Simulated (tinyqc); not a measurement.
Inside a calculation (part 1 of 2). Method: UKS/BLYP in the sto-3g basis, for Be+, spin multiplicity 2. Computed by tinyqc, a small Python program that keeps every step (integrals from PySCF). Settings: charge = 1, multiplicity = 2, basis = sto-3g, energy threshold = 1e-08, iteration cap = 63, orthogonalisation = symmetric, start = core, DIIS depth = 4, method = UKS, functional = blyp, grid = [10, 14]. Command: `OMP_NUM_THREADS=1 python tinyqc.py 27212 27213 out.jsonl` (the two numbers bound the seeds that draw the settings). One thread of a shared host (Intel(R) Xeon(R) Processor @ 2.60GHz), about 0.8 s of CPU time with the checks. Later iterations appear only in the table of the cycle.

## One-electron integrals

Geometry (angstrom):
```
atom         x         y         z
Be    0.000000  0.000000  0.000000
```

Basis sto-3g: exponents (1/bohr^2) and contraction coefficients of normalised primitives:
```
element  l (shell)   exponent  coefficient
Be           s (1)  30.167871     0.154329
Be           s (1)   5.495115     0.535328
Be           s (1)   1.487193     0.444635
Be           s (2)   1.314833    -0.099967
Be           s (2)   0.305539     0.399513
Be           s (2)   0.099371     0.700115
Be           p (3)   1.314833     0.155916
Be           p (3)   0.305539     0.607684
Be           p (3)   0.099371     0.391957
```

Overlap, kinetic and nuclear-attraction integrals over the contracted functions; the nuclear repulsion is the sum of Za Zb / Rab.

nuclear repulsion = 0 hartree

overlap S:
```
           1Be 1s    1Be 2s   1Be 2px   1Be 2py   1Be 2pz
1Be 1s   1.000000  0.259517  0.000000  0.000000  0.000000
1Be 2s   0.259517  1.000000  0.000000  0.000000  0.000000
1Be 2px  0.000000  0.000000  1.000000  0.000000  0.000000
1Be 2py  0.000000  0.000000  0.000000  1.000000  0.000000
1Be 2pz  0.000000  0.000000  0.000000  0.000000  1.000000
```

kinetic energy T (hartree):
```
            1Be 1s     1Be 2s   1Be 2px   1Be 2py   1Be 2pz
1Be 1s    6.693975  -0.033012  0.000000  0.000000  0.000000
1Be 2s   -0.033012   0.211111  0.000000  0.000000  0.000000
1Be 2px   0.000000   0.000000  0.660592  0.000000  0.000000
1Be 2py   0.000000   0.000000  0.000000  0.660592  0.000000
1Be 2pz   0.000000   0.000000  0.000000  0.000000  0.660592
```

nuclear attraction V (hartree):
```
             1Be 1s     1Be 2s    1Be 2px    1Be 2py    1Be 2pz
1Be 1s   -14.561092  -1.899246   0.000000   0.000000   0.000000
1Be 2s    -1.899246  -2.313268   0.000000   0.000000   0.000000
1Be 2px    0.000000   0.000000  -2.294749   0.000000   0.000000
1Be 2py    0.000000   0.000000   0.000000  -2.294749   0.000000
1Be 2pz    0.000000   0.000000   0.000000   0.000000  -2.294749
```

core Hamiltonian H = T + V (hartree):
```
            1Be 1s     1Be 2s    1Be 2px    1Be 2py    1Be 2pz
1Be 1s   -7.867117  -1.932258   0.000000   0.000000   0.000000
1Be 2s   -1.932258  -2.102157   0.000000   0.000000   0.000000
1Be 2px   0.000000   0.000000  -1.634157   0.000000   0.000000
1Be 2py   0.000000   0.000000   0.000000  -1.634157   0.000000
1Be 2pz   0.000000   0.000000   0.000000   0.000000  -1.634157
```

## Two-electron integrals

Functions are numbered as in S; the eight-fold symmetry (ij|kl) = (ji|kl) = (kl|ij) leaves the list below.

Two-electron integrals (ij|kl) in chemists' order, unique and non-zero (hartree):
```
(11|11) 2.298831   (21|11) 0.392036   (21|21) 0.079539   (22|11) 0.570988
(22|21) 0.143041   (22|22) 0.417683   (31|31) 0.014607   (32|31) 0.021888
(32|32) 0.092265   (33|11) 0.569578   (33|21) 0.143083   (33|22) 0.417589
(33|33) 0.449859   (41|41) 0.014607   (42|41) 0.021888   (42|42) 0.092265
(43|43) 0.024249   (44|11) 0.569578   (44|21) 0.143083   (44|22) 0.417589
(44|33) 0.401360   (44|44) 0.449859   (51|51) 0.014607   (52|51) 0.021888
(52|52) 0.092265   (53|53) 0.024249   (54|54) 0.024249   (55|11) 0.569578
(55|21) 0.143083   (55|22) 0.417589   (55|33) 0.401360   (55|44) 0.401360
(55|55) 0.449859
```

## Orthogonalisation

S = U s U^T; symmetric (Loewdin) form X = U s^(-1/2) U^T, so that X^T S X = 1.

eigenvalues of S: 0.740483  1.000000  1.000000  1.000000  1.259517

X:
```
            1Be 1s     1Be 2s   1Be 2px   1Be 2py   1Be 2pz
1Be 1s    1.026569  -0.135528  0.000000  0.000000  0.000000
1Be 2s   -0.135528   1.026569  0.000000  0.000000  0.000000
1Be 2px   0.000000   0.000000  1.000000  0.000000  0.000000
1Be 2py   0.000000   0.000000  0.000000  1.000000  0.000000
1Be 2pz   0.000000   0.000000  0.000000  0.000000  1.000000
```

## Starting guess

The start is the orbitals of the core Hamiltonian; D(s) = C_occ C_occ^T for each spin.

D(alpha) at the start:
```
            1Be 1s     1Be 2s   1Be 2px   1Be 2py   1Be 2pz
1Be 1s    1.072213  -0.278258  0.000000  0.000000  0.000000
1Be 2s   -0.278258   1.072213  0.000000  0.000000  0.000000
1Be 2px   0.000000   0.000000  0.000000  0.000000  0.000000
1Be 2py   0.000000   0.000000  0.000000  0.000000  0.000000
1Be 2pz   0.000000   0.000000  0.000000  0.000000  0.000000
```

D(beta) at the start:
```
            1Be 1s     1Be 2s   1Be 2px   1Be 2py   1Be 2pz
1Be 1s    1.009623  -0.019247  0.000000  0.000000  0.000000
1Be 2s   -0.019247   0.000367  0.000000  0.000000  0.000000
1Be 2px   0.000000   0.000000  0.000000  0.000000  0.000000
1Be 2py   0.000000   0.000000  0.000000  0.000000  0.000000
1Be 2pz   0.000000   0.000000  0.000000  0.000000  0.000000
```

## Iteration 1: exchange-correlation on the grid

Becke grid with 10 radial and 14 angular points per atom, points of zero weight dropped. rho = sum D_ij phi_i phi_j; V_xc,ij = sum w v_xc phi_i phi_j plus the gradient terms; v_xc is d(rho eps)/d rho(s) for spin s at fixed gradient.

The 8 grid points with the largest w rho, of 140 (bohr, atomic units):
```
x                  y          z         w  rho(alpha)  rho(beta)     eps_xc  v_xc(alpha)
-0.292133  -0.292133  -0.292133  0.097374    0.394930   0.394508  -0.886247    -0.897478
0.292133    0.292133  -0.292133  0.097374    0.394930   0.394508  -0.886247    -0.897478
0.292133   -0.292133  -0.292133  0.097374    0.394930   0.394508  -0.886247    -0.897478
-0.292133   0.292133  -0.292133  0.097374    0.394930   0.394508  -0.886247    -0.897478
-0.292133  -0.292133   0.292133  0.097374    0.394930   0.394508  -0.886247    -0.897478
0.292133   -0.292133   0.292133  0.097374    0.394930   0.394508  -0.886247    -0.897478
-0.292133   0.292133   0.292133  0.097374    0.394930   0.394508  -0.886247    -0.897478
0.292133    0.292133   0.292133  0.097374    0.394930   0.394508  -0.886247    -0.897478
```

electrons on the grid, sum of w rho = 3.040214

E_xc = sum of w rho eps_xc = -2.63589961 hartree

V_xc(alpha) (hartree):
```
            1Be 1s     1Be 2s    1Be 2px    1Be 2py    1Be 2pz
1Be 1s   -1.532219  -0.214499   0.000000   0.000000   0.000000
1Be 2s   -0.214499  -0.284989   0.000000   0.000000   0.000000
1Be 2px   0.000000   0.000000  -0.281222   0.000000   0.000000
1Be 2py   0.000000   0.000000   0.000000  -0.281222   0.000000
1Be 2pz   0.000000   0.000000   0.000000   0.000000  -0.281222
```

V_xc(beta) (hartree):
```
            1Be 1s     1Be 2s    1Be 2px    1Be 2py    1Be 2pz
1Be 1s   -1.517138  -0.211366   0.000000   0.000000   0.000000
1Be 2s   -0.211366  -0.226985   0.000000   0.000000   0.000000
1Be 2px   0.000000   0.000000  -0.224621   0.000000   0.000000
1Be 2py   0.000000   0.000000   0.000000  -0.224621   0.000000
1Be 2pz   0.000000   0.000000   0.000000   0.000000  -0.224621
```

## Iteration 1: building the Kohn-Sham matrix

J_ij = sum D_kl (ij|kl) with D = D(alpha) + D(beta); F = H + J + V_xc; E = tr D H + tr D J / 2 + E_xc + E_nn.

Coulomb J (hartree):
```
           1Be 1s    1Be 2s   1Be 2px   1Be 2py   1Be 2pz
1Be 1s   5.164952  0.922252  0.000000  0.000000  0.000000
1Be 2s   0.922252  1.551591  0.000000  0.000000  0.000000
1Be 2px  0.000000  0.000000  1.548530  0.000000  0.000000
1Be 2py  0.000000  0.000000  0.000000  1.548530  0.000000
1Be 2pz  0.000000  0.000000  0.000000  0.000000  1.548530
```

F(alpha) (hartree):
```
            1Be 1s     1Be 2s    1Be 2px    1Be 2py    1Be 2pz
1Be 1s   -4.234383  -1.224505   0.000000   0.000000   0.000000
1Be 2s   -1.224505  -0.835554   0.000000   0.000000   0.000000
1Be 2px   0.000000   0.000000  -0.366849   0.000000   0.000000
1Be 2py   0.000000   0.000000   0.000000  -0.366849   0.000000
1Be 2pz   0.000000   0.000000   0.000000   0.000000  -0.366849
```

F(beta) (hartree):
```
            1Be 1s     1Be 2s    1Be 2px    1Be 2py    1Be 2pz
1Be 1s   -4.219303  -1.221372   0.000000   0.000000   0.000000
1Be 2s   -1.221372  -0.777551   0.000000   0.000000   0.000000
1Be 2px   0.000000   0.000000  -0.310248   0.000000   0.000000
1Be 2py   0.000000   0.000000   0.000000  -0.310248   0.000000
1Be 2pz   0.000000   0.000000   0.000000   0.000000  -0.310248
```

total energy of this density = -14.18494431 hartree

## Iteration 1: diagonalisation and new density

Diagonalise F' = X^T F X, C = X C', fill 2 alpha and 1 beta electrons from the bottom; D(s) = C_occ C_occ^T. Each column has its largest component positive (the first on a tie).

F' = X^T F X (alpha) (hartree):
```
           1          2          3          4          5
1  -4.137003  -0.607555   0.000000   0.000000   0.000000
2  -0.607555  -0.617593   0.000000   0.000000   0.000000
3   0.000000   0.000000  -0.366849   0.000000   0.000000
4   0.000000   0.000000   0.000000  -0.366849   0.000000
5   0.000000   0.000000   0.000000   0.000000  -0.366849
```

orbital energies (alpha) (hartree): MO1 -4.238933, MO2 -0.515663, MO3 -0.366849, MO4 -0.366849, MO5 -0.366849

coefficients C (alpha):
```
              MO1        MO2        MO3        MO4       MO5
1Be 1s   0.989996  -0.303514   0.000000   0.000000  0.000000
1Be 2s   0.036195   1.034844   0.000000   0.000000  0.000000
1Be 2px  0.000000   0.000000   0.817499  -0.327243  0.473928
1Be 2py  0.000000   0.000000  -0.557519  -0.243252  0.793726
1Be 2pz  0.000000   0.000000   0.144457   0.913094  0.381302
```

F' = X^T F X (beta) (hartree):
```
           1          2          3          4          5
1  -4.120916  -0.614364   0.000000   0.000000   0.000000
2  -0.614364  -0.557061   0.000000   0.000000   0.000000
3   0.000000   0.000000  -0.310248   0.000000   0.000000
4   0.000000   0.000000   0.000000  -0.310248   0.000000
5   0.000000   0.000000   0.000000   0.000000  -0.310248
```

orbital energies (beta) (hartree): MO1 -4.223852, MO2 -0.454125, MO3 -0.310248, MO4 -0.310248, MO5 -0.310248

coefficients C (beta):
```
              MO1        MO2        MO3        MO4        MO5
1Be 1s   0.990061  -0.303300   0.000000   0.000000   0.000000
1Be 2s   0.035971   1.034852   0.000000   0.000000   0.000000
1Be 2px  0.000000   0.000000   0.997137  -0.007118   0.075283
1Be 2py  0.000000   0.000000  -0.068512   0.336328   0.939250
1Be 2pz  0.000000   0.000000   0.032005   0.941718  -0.334877
```

D(alpha) after iteration 1:
```
            1Be 1s     1Be 2s   1Be 2px   1Be 2py   1Be 2pz
1Be 1s    1.072213  -0.278258  0.000000  0.000000  0.000000
1Be 2s   -0.278258   1.072213  0.000000  0.000000  0.000000
1Be 2px   0.000000   0.000000  0.000000  0.000000  0.000000
1Be 2py   0.000000   0.000000  0.000000  0.000000  0.000000
1Be 2pz   0.000000   0.000000  0.000000  0.000000  0.000000
```

D(beta) after iteration 1:
```
           1Be 1s    1Be 2s   1Be 2px   1Be 2py   1Be 2pz
1Be 1s   0.980222  0.035613  0.000000  0.000000  0.000000
1Be 2s   0.035613  0.001294  0.000000  0.000000  0.000000
1Be 2px  0.000000  0.000000  0.000000  0.000000  0.000000
1Be 2py  0.000000  0.000000  0.000000  0.000000  0.000000
1Be 2pz  0.000000  0.000000  0.000000  0.000000  0.000000
```

Within a degenerate level the vectors are fixed only up to a rotation; this is one choice.

## Iteration 2: exchange-correlation on the grid

As before.

The 8 grid points with the largest w rho, of 140 (bohr, atomic units):
```
x                  y          z         w  rho(alpha)  rho(beta)     eps_xc  v_xc(alpha)
-0.292133  -0.292133  -0.292133  0.097374    0.394930   0.392021  -0.884247    -0.897617
0.292133    0.292133  -0.292133  0.097374    0.394930   0.392021  -0.884247    -0.897617
0.292133   -0.292133  -0.292133  0.097374    0.394930   0.392021  -0.884247    -0.897617
-0.292133   0.292133  -0.292133  0.097374    0.394930   0.392021  -0.884247    -0.897617
-0.292133  -0.292133   0.292133  0.097374    0.394930   0.392021  -0.884247    -0.897617
0.292133   -0.292133   0.292133  0.097374    0.394930   0.392021  -0.884247    -0.897617
-0.292133   0.292133   0.292133  0.097374    0.394930   0.392021  -0.884247    -0.897617
0.292133    0.292133   0.292133  0.097374    0.394930   0.392021  -0.884247    -0.897617
```

electrons on the grid, sum of w rho = 3.039757

E_xc = sum of w rho eps_xc = -2.61472982 hartree

V_xc(alpha) (hartree):
```
            1Be 1s     1Be 2s    1Be 2px    1Be 2py    1Be 2pz
1Be 1s   -1.532605  -0.214519   0.000000   0.000000   0.000000
1Be 2s   -0.214519  -0.284625   0.000000   0.000000   0.000000
1Be 2px   0.000000   0.000000  -0.280897   0.000000   0.000000
1Be 2py   0.000000   0.000000   0.000000  -0.280897   0.000000
1Be 2pz   0.000000   0.000000   0.000000   0.000000  -0.280897
```

V_xc(beta) (hartree):
```
            1Be 1s     1Be 2s    1Be 2px    1Be 2py    1Be 2pz
1Be 1s   -1.510864  -0.210977   0.000000   0.000000   0.000000
1Be 2s   -0.210977  -0.210591   0.000000   0.000000   0.000000
1Be 2px   0.000000   0.000000  -0.208427   0.000000   0.000000
1Be 2py   0.000000   0.000000   0.000000  -0.208427   0.000000
1Be 2pz   0.000000   0.000000   0.000000   0.000000  -0.208427
```

## Iteration 2: building the Kohn-Sham matrix

As before.

Coulomb J (hartree):
```
           1Be 1s    1Be 2s   1Be 2px   1Be 2py   1Be 2pz
1Be 1s   5.140908  0.919585  0.000000  0.000000  0.000000
1Be 2s   0.919585  1.550885  0.000000  0.000000  0.000000
1Be 2px  0.000000  0.000000  1.547870  0.000000  0.000000
1Be 2py  0.000000  0.000000  0.000000  1.547870  0.000000
1Be 2pz  0.000000  0.000000  0.000000  0.000000  1.547870
```

F(alpha) (hartree):
```
            1Be 1s     1Be 2s    1Be 2px    1Be 2py    1Be 2pz
1Be 1s   -4.258815  -1.227192   0.000000   0.000000   0.000000
1Be 2s   -1.227192  -0.835897   0.000000   0.000000   0.000000
1Be 2px   0.000000   0.000000  -0.367184   0.000000   0.000000
1Be 2py   0.000000   0.000000   0.000000  -0.367184   0.000000
1Be 2pz   0.000000   0.000000   0.000000   0.000000  -0.367184
```

F(beta) (hartree):
```
            1Be 1s     1Be 2s    1Be 2px    1Be 2py    1Be 2pz
1Be 1s   -4.237074  -1.223650   0.000000   0.000000   0.000000
1Be 2s   -1.223650  -0.761863   0.000000   0.000000   0.000000
1Be 2px   0.000000   0.000000  -0.294714   0.000000   0.000000
1Be 2py   0.000000   0.000000   0.000000  -0.294714   0.000000
1Be 2pz   0.000000   0.000000   0.000000   0.000000  -0.294714
```

total energy of this density = -14.19544878 hartree

## Iteration 2: DIIS over 2 matrices

error matrix X^T (FDS - SDF) X (alpha):
```
          1         2         3         4         5
1  0.000000  0.000000  0.000000  0.000000  0.000000
2  0.000000  0.000000  0.000000  0.000000  0.000000
3  0.000000  0.000000  0.000000  0.000000  0.000000
4  0.000000  0.000000  0.000000  0.000000  0.000000
5  0.000000  0.000000  0.000000  0.000000  0.000000
```

B (overlaps of the stored error matrices):
```
                1               2
1   8.0271013e-02  -1.4469716e-03
2  -1.4469716e-03   2.6083225e-05
```

Minimise |sum c_i e_i|^2 with sum c_i = 1: solve [B -1; -1 0][c; lambda] = [0; -1] with B_ij = tr e_i^T e_j summed over both spins, and take F = sum c_i F_i.

DIIS coefficients: 0.017707  0.982293

extrapolated F(alpha) (hartree):
```
            1Be 1s     1Be 2s    1Be 2px    1Be 2py    1Be 2pz
1Be 1s   -4.258382  -1.227144   0.000000   0.000000   0.000000
1Be 2s   -1.227144  -0.835891   0.000000   0.000000   0.000000
1Be 2px   0.000000   0.000000  -0.367178   0.000000   0.000000
1Be 2py   0.000000   0.000000   0.000000  -0.367178   0.000000
1Be 2pz   0.000000   0.000000   0.000000   0.000000  -0.367178
```

extrapolated F(beta) (hartree):
```
            1Be 1s     1Be 2s    1Be 2px    1Be 2py    1Be 2pz
1Be 1s   -4.236759  -1.223610   0.000000   0.000000   0.000000
1Be 2s   -1.223610  -0.762140   0.000000   0.000000   0.000000
1Be 2px   0.000000   0.000000  -0.294989   0.000000   0.000000
1Be 2py   0.000000   0.000000   0.000000  -0.294989   0.000000
1Be 2pz   0.000000   0.000000   0.000000   0.000000  -0.294989
```

## Iteration 2: diagonalisation and new density

As before.

F' = X^T F X (alpha) (hartree):
```
           1          2          3          4          5
1  -4.161565  -0.607000   0.000000   0.000000   0.000000
2  -0.607000  -0.617654   0.000000   0.000000   0.000000
3   0.000000   0.000000  -0.367178   0.000000   0.000000
4   0.000000   0.000000   0.000000  -0.367178   0.000000
5   0.000000   0.000000   0.000000   0.000000  -0.367178
```

orbital energies (alpha) (hartree): MO1 -4.262648, MO2 -0.516570, MO3 -0.367178, MO4 -0.367178, MO5 -0.367178

coefficients C (alpha):
```
              MO1        MO2        MO3        MO4       MO5
1Be 1s   0.990362  -0.302319   0.000000   0.000000  0.000000
1Be 2s   0.034945   1.034887   0.000000   0.000000  0.000000
1Be 2px  0.000000   0.000000   0.671781   0.193737  0.714966
1Be 2py  0.000000   0.000000  -0.454527   0.869939  0.191342
1Be 2pz  0.000000   0.000000  -0.584907  -0.453511  0.672467
```

F' = X^T F X (beta) (hartree):
```
           1          2          3          4          5
1  -4.138407  -0.616479   0.000000   0.000000   0.000000
2  -0.616479  -0.540519   0.000000   0.000000   0.000000
3   0.000000   0.000000  -0.294989   0.000000   0.000000
4   0.000000   0.000000   0.000000  -0.294989   0.000000
5   0.000000   0.000000   0.000000   0.000000  -0.294989
```

orbital energies (beta) (hartree): MO1 -4.241106, MO2 -0.437820, MO3 -0.294989, MO4 -0.294989, MO5 -0.294989

coefficients C (beta):
```
              MO1        MO2        MO3        MO4       MO5
1Be 1s   0.990344  -0.302377   0.000000   0.000000  0.000000
1Be 2s   0.035005   1.034885   0.000000   0.000000  0.000000
1Be 2px  0.000000   0.000000   0.551676   0.766345  0.329195
1Be 2py  0.000000   0.000000  -0.583534   0.072627  0.808835
1Be 2pz  0.000000   0.000000   0.595938  -0.638311  0.487255
```

D(alpha) after iteration 2:
```
            1Be 1s     1Be 2s   1Be 2px   1Be 2py   1Be 2pz
1Be 1s    1.072213  -0.278258  0.000000  0.000000  0.000000
1Be 2s   -0.278258   1.072213  0.000000  0.000000  0.000000
1Be 2px   0.000000   0.000000  0.000000  0.000000  0.000000
1Be 2py   0.000000   0.000000  0.000000  0.000000  0.000000
1Be 2pz   0.000000   0.000000  0.000000  0.000000  0.000000
```

D(beta) after iteration 2:
```
           1Be 1s    1Be 2s   1Be 2px   1Be 2py   1Be 2pz
1Be 1s   0.980781  0.034667  0.000000  0.000000  0.000000
1Be 2s   0.034667  0.001225  0.000000  0.000000  0.000000
1Be 2px  0.000000  0.000000  0.000000  0.000000  0.000000
1Be 2py  0.000000  0.000000  0.000000  0.000000  0.000000
1Be 2pz  0.000000  0.000000  0.000000  0.000000  0.000000
```

Within a degenerate level the vectors are fixed only up to a rotation; this is one choice.
